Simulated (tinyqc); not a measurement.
Sweep of a biaxial (110) strain: strain-driven crossing of the Gamma and L valleys in a germanium-like crystal.

Biaxial loads: e0 is the in-plane strain e_par and the normal is free. (001): e_perp = -2 (C12/C11) e_par; exx = eyy = e_par, ezz = e_perp, no shear. (111): e_perp = -(2 C11 + 4 C12 - 4 C44)/(C11 + 2 C12 + 4 C44) e_par; exx = eyy = ezz = (2 e_par + e_perp)/3 and exy = eyz = ezx = (e_perp - e_par)/3. (110): e_perp = -(C11 + 3 C12 - 2 C44)/(C11 + C12 + 2 C44) e_par; exx = eyy = (e_par + e_perp)/2, ezz = e_par, exy = (e_perp - e_par)/2, eyz = ezx = 0. Uniaxial loads: a stress along n, scaled so that n.e.n = e0, with exx = s11 sxx + s12 (syy + szz), exy = s44 sxy/2, s11 = (C11 + C12)/((C11 - C12)(C11 + 2 C12)), s12 = -C12/((C11 - C12)(C11 + 2 C12)), s44 = 1/C44.

Edges from the unstrained valence top: Gamma at Eg + ac tr(e); an L valley with unit axis u at EgL + aL tr(e) + XuL (u.e.u - tr(e)/3), u along [111], [1-1-1], [-11-1], [-1-11]; valence edges are the levels of the 6 x 6 matrix of X, Y, Z times spin with -Dso/3 + l exx + m (eyy + ezz) on the diagonal (cyclic), n exy off it, l = av + 2 b, m = av - b, n = sqrt(3) d. Spin-orbit term (Dso/3) L.sigma on X, Y, Z with (L_k)_ij = -i epsilon_kij: <X+|H|Y+> = -i Dso/3, <X+|H|Z-> = Dso/3, <Y+|H|Z-> = -i Dso/3, <Z+|H|X-> = -Dso/3, <Z+|H|Y-> = i Dso/3, <X-|H|Y-> = i Dso/3, and their conjugates; + and - are the spin along z.

Constants: kB = 8.617333262e-05 eV/K.

Values chosen for the exercise (near those of Ge, gaps at low temperature; shifted at random, so the results belong to these values and not to a real crystal):
```
symbol  value          unit  meaning
Eg      0.91           eV    gap at Gamma to the s-like level
EgL     0.731          eV    gap to L
Dso     0.29           eV    spin-orbit splitting
ac      -8.19          eV    conduction deformation potential
av      1.26           eV    valence hydrostatic potential
b       -2.52          eV    tetragonal shear potential
d       -5.2           eV    trigonal shear potential
aL      -1.44          eV    hydrostatic potential of the L edge, Xd + Xu/3
XuL     16.97          eV    uniaxial potential, L
C11     130.6          GPa
C12     49.2           GPa
C44     67.1           GPa
load    biaxial (110)        kind of strain
mG      0.0409         m0    mass at Gamma
mL      0.574          m0    density-of-states mass of the four L valleys together
T       300            K     temperature
```

The valence splitting is the distance of the top two edges. Share in Gamma = mG^(3/2)/(mG^(3/2) + (mL^(3/2)/4) sum_i exp(-(E_Li - E_Gamma)/kT)).

Results:
```
e0 (%)  direct gap (eV)  indirect gap (eV)  Gamma - L (meV)  valence splitting (meV)  share in Gamma (%)
0.00              0.910              0.731              179                        0             0.00187
0.34              0.845              0.673              172                       30             0.00446
0.69              0.775              0.611              164                       63             0.00657
1.37              0.635              0.485              149                      133              0.0117
1.71              0.562              0.420              142                      170              0.0156
2.06              0.487              0.352              135                      209              0.0208
2.40              0.413              0.286              127                      248              0.0276
```

Give the missing row, e0 (%) = 1.03.

Computed row:
```
e0 (%)  direct gap (eV)  indirect gap (eV)  Gamma - L (meV)  valence splitting (meV)  share in Gamma (%)
1.03              0.706              0.549              157                       97             0.00881
```

The gap stays indirect over the sweep. The direct gap goes from 0.910 to 0.413 eV; of that change -0.147 eV comes from the rise of the valence top through the shear terms and the rest from the volume. The share in Gamma goes from 0.00187 to 0.0276 %.

Run: tinyqc, `OMP_NUM_THREADS=1 python tinyqc.py 1080462 1080463 out.jsonl`; Intel(R) Xeon(R) Processor @ 2.30GHz, one thread, shared host; about 0.01 s of CPU time with all checks.
